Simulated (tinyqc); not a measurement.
# Resistance of a source-drain extension with a graded tip: two studies

y runs along the channel, the gate covers y > 0. The doping is N0 for y < y0 and N0 10^(-(y - y0)/la) beyond, uniform over the depth xj. Sheet conductance s(y) = q mu(N) max(N - Nch, 0) xj + (for y > 0) ma Cox Vo, with mu(N) = u0 + (u1 - u0)/(1 + (N/Nr)^au) and Cox = eps0 eox/tox. Current is taken as one-dimensional; depletion of the tip, spreading and the contact are left out. The metallurgical junction lies at yj, where N = Nch.

Parameters, values chosen for the exercise; mobility law close to that of holes in silicon:
- eox = 22.4 (relative permittivity of the gate insulator (close to hafnium oxide))
- tox = 8.7 nm (insulator thickness)
- N0 = 5.4e19 cm^-3 (active doping of the extension far from the gate)
- la = 1.8 nm/decade (lateral abruptness)
- y0 = 4.4 nm (position under the gate where the fall begins (gate edge at 0))
- xj = 11 nm (depth of the extension)
- Nch = 6.5e17 cm^-3 (channel doping)
- Ls = 16 nm (spacer length)
- Vo = 0.59 V (gate overdrive)
- ma = 36 cm^2/(V s) (mobility of the gate-induced layer)
- u1 = 470.5 cm^2/(V s) (mobility at low doping)
- u0 = 44.9 cm^2/(V s) (mobility at high doping)
- Nr = 2.23e17 cm^-3 (reference doping)
- au = 0.719 (exponent)
- Lg = 45 nm (gate length)

Constants: q = 1.602176634e-19 C, eps0 = 8.8541878128e-14 F/cm where lengths are in cm. Results are converted to the units shown.

Each table varies one quantity; the others keep the values above.

## Abruptness at a fixed junction position

R_spacer = integral of dy/s from -Ls to 0, R_ov from 0 to yj, R_channel = (Lg - 2 yj)/(ma Cox Vo), R_total = 2 R_spacer + 2 R_ov + R_channel. Electrical length L_eff = ma Cox dR_total/d(1/Vo); R_series = R_total - L_eff/(ma Cox Vo). y0 is moved with la so that yj stays at 7.8551 nm.

The same in every row: yj (nm) = 7.855; R_channel (ohm um) = 604.9.

Abruptness at a fixed junction position:
```
la (nm/decade)	R_spacer (ohm um)	R_ov (ohm um)	R_total (ohm um)	L_eff (nm)	R_series (ohm um)
1	32.13	28.14	725.4	30.37	98.22
2.3	32.13	46.04	761.2	31.62	108.3
3.6	32.13	63.94	797.0	32.86	118.4
4.9	33.40	80.83	833.4	34.09	129.4
6.1	40.04	92.56	870.1	35.10	145.3
7.4	53.15	102.0	915.1	36.03	170.9
8.7	71.56	109.1	966.1	36.82	205.7
10	94.46	114.6	1023	37.48	248.9
```

What does the table show?

As la goes from 1 to 10 nm/decade, R_total rises from 725 to 1020 ohm um, R_spacer rises from 32.1 to 94.5 ohm um and R_ov rises from 28.1 to 115 ohm um. R_total changes on average by 33.1 ohm um for each nm/decade. L_eff exceeds the metallurgical length by 1.08 nm in the first row and 8.19 nm in the last, since the gate also controls the lightly doped tips.

## Effect of the depth of the extension

Same model as above.

The same in every row: yj (nm) = 7.855; R_channel (ohm um) = 604.9.

Results:
```
xj (nm)	R_spacer (ohm um)	R_ov (ohm um)	R_total (ohm um)	L_eff (nm)	R_series (ohm um)
4	88.36	63.48	908.6	32.73	232.7
5.6	63.11	54.50	840.1	32.11	177.0
7.7	45.90	46.81	790.3	31.61	137.5
11	32.13	39.16	747.5	31.14	104.4
15	23.56	33.29	718.6	30.79	82.70
29	12.19	23.04	675.4	30.22	51.20
40	8.836	19.04	660.6	30.02	40.73
```

Estimate the missing row, xj = 21 nm.

Computed row:
```
xj (nm)	R_spacer (ohm um)	R_ov (ohm um)	R_total (ohm um)	L_eff (nm)	R_series (ohm um)
21	16.83	27.70	694.0	30.47	64.60
```

With this row back in the table: As xj goes from 4 to 40, R_total falls from 909 to 661 ohm um, L_eff falls from 32.7 to 30.0 nm and R_series falls from 233 to 40.7 ohm um.

tinyqc, about 0.03 s, one thread, Intel Xeon 2.30GHz (shared host): `OMP_NUM_THREADS=1 python tinyqc.py 2282294 2282295 out.jsonl`
